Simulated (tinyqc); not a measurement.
How the errors depend on the field: Haynes-Shockley experiment: drift, diffusion and decay of a minority-carrier pulse. Computed by tinyqc, a small Python program. Command: `OMP_NUM_THREADS=1 python tinyqc.py 3112679 3112680 out.jsonl haynes walk`. One thread of a shared host (Intel(R) Xeon(R) Processor @ 2.30GHz), about 0.01 s of CPU time with the checks.

A thin sheet of excess carriers is made at x = 0, t = 0 in a long uniform bar; injection is low, so the pulse moves with the minority mobility.

Inputs (values chosen for the exercise, modelled on electrons in p-type silicon in a lightly doped bar):

| quantity | value | unit |
|---|---|---|
| minority mobility mu | 1330 | cm^2/(V s) |
| lifetime tau | 50 | microsecond |
| temperature T | 300 | K |
| field F | 2.9 | V/cm |
| distance d to the collector | 0.94 | cm |
| injected sheet density N0 | 2e+09 | 1/cm^2 |

Constants: k_B = 8.617333262e-05 eV/K.

Method:
- D = mu k_B T/e, v = mu F.
- Transit time d/v, diffusion length sqrt(D tau), drift length v tau, Peclet number v d/D = e F d/(k_B T).
- dn(x, t) = N0/sqrt(4 pi D t) exp(-(x - v t)^2/(4 D t) - t/tau).
- At fixed x the signal peaks where d ln(dn)/dt = 0: a t^2 + t/2 - x^2/(4 D) = 0 with a = v^2/(4 D) + 1/tau.
- The full width at half maximum is found by solving dn(x, t) = peak/2 on both sides of the peak.
- With w that width: mu = d/(F t_p); D = (w d)^2/(16 ln2 t_p^3). The field is scaled by the factors listed.

D = 34.3832 cm^2/s

Errors of the simple reading:

| factor | F (V/cm) | v d/D | v^2 tau/(4 D) | error of mu (%) | error of D (%) |
|---|---|---|---|---|---|
| 0.5 | 1.45 | 52.72 | 1.35 | 33.804 | 2.4684 |
| 0.7 | 2.03 | 73.81 | 2.65 | 18.723 | 1.9762 |
| 1.0 | 2.90 | 105.45 | 5.41 | 9.806 | 1.4874 |
| 1.5 | 4.35 | 158.17 | 12.17 | 4.662 | 1.0350 |
| 2.5 | 7.25 | 263.62 | 33.80 | 1.848 | 0.6352 |
| 4.0 | 11.60 | 421.79 | 86.53 | 0.814 | 0.4000 |
| 7.0 | 20.30 | 738.12 | 265.01 | 0.324 | 0.2292 |

What does the comparison show, and why?

The error of mu falls from 33.8 to 0.324 %. For large v d/D it is about D/(v d) + 2 D/(v^2 tau), here 0.324 % in the last row: one part from spreading, one from recombination.

Extremes, crossings and ranges named in words are read from the listed rows.
